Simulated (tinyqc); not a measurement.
Transfer length from front and end resistance.

Problem. A contact of length d and width W has Rc = (Rsh Lt/W) coth(d/Lt) and Re = (Rsh Lt/W)/sinh(d/Lt), with Rsh the sheet resistance under the metal and Lt = sqrt(rc/Rsh). Find Lt, Rsh and rc.

Inputs (values chosen for the exercise): contact length d = 1.3 um; contact width W = 23 um.

Rc = 4.0141520 ohm
Re = 3.0197827 ohm

Solution. Rc/Re = cosh(d/Lt) gives Lt, and Re then gives Rsh.

Lt = 1.644 um
Rsh = 37.00 ohm/sq
rc = 1.000e-6 ohm cm^2

tinyqc, about 0.01 s, one thread, Intel Xeon 2.30GHz (shared host): `OMP_NUM_THREADS=1 python tinyqc.py 2760078 2760079 out.jsonl`
